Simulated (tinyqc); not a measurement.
# Electron continuity equation in a given potential, Scharfetter-Gummel discretisation: three discretisations compared

Steady state in one dimension: J = q mu n E + q D dn/dx with E = -dpsi/dx and D = mu Vt, dJ/dx = 0, fixed densities nL and nR at the ends. The potential is given, psi = U x/L, and is not changed by the electrons.

11 equal intervals. Fluxes J_i = (q D/h)(n_(i+1) P_i - n_i Q_i), d_i = (psi_(i+1) - psi_i)/Vt: Scharfetter-Gummel P = B(d), Q = B(-d), B(d) = d/(exp(d) - 1); central P = 1 - d/2, Q = 1 + d/2; upwind P = 1 + max(-d, 0), Q = 1 + max(d, 0). Balance at each inner node: J_i - J_(i-1) = 0. The reference is Scharfetter-Gummel on 2200 intervals.

Values chosen for this exercise; mobility close to that of In0.53Ga0.47As at room temperature:
```
symbol,value,unit,meaning
T,300,K,temperature
mu,11100,cm^2/(V s),electron mobility
L,1,um,length of the region
nL,5e13,cm^-3,density at x = 0
nR,0,cm^-3,density at x = L
U,1.3,V,potential difference psi(L) - psi(0)
```

Constants: q = 1.602176634e-19 C, kB = 1.380649e-23 J/K, Vt = kB T/q. Results are converted to the units shown.

Densities (cm^-3):
```
node  Scharfetter-Gummel   central    upwind  reference
0               5.000e13  5.000e13  5.000e13   5.000e13
1               5.000e13  4.999e13  5.000e13   5.000e13
2               5.000e13  5.001e13  5.000e13   5.000e13
3               5.000e13  4.997e13  5.000e13   5.000e13
4               5.000e13  5.007e13  5.000e13   5.000e13
5               5.000e13  4.982e13  5.000e13   5.000e13
6               5.000e13  5.046e13  4.999e13   5.000e13
7               5.000e13  4.883e13  4.995e13   5.000e13
8               5.000e13  5.299e13  4.971e13   5.000e13
9               4.999e13  4.234e13  4.839e13   4.999e13
10              4.948e13  6.956e13  4.103e13   4.948e13
11                     0         0         0          0
```

Largest errors as a share of the largest reference density listed: Scharfetter-Gummel under 1e-7 %, central 40 %, upwind 17 %. The largest |d| is 4.57. Central differences oscillate from node to node, since P or Q changes sign once |d| exceeds 2. Upwinding stays positive but acts as if D were larger by the factor 1 + |d|/2, up to 3.29 here.

Range of the model: The drift velocity mu E exceeds 1e7 cm/s somewhere, where real mobilities no longer stay constant.

Numbers from tinyqc (`OMP_NUM_THREADS=1 python tinyqc.py 2220068 2220069 out.jsonl`; about 0.01 s on one thread of a shared Intel Xeon 2.30GHz).
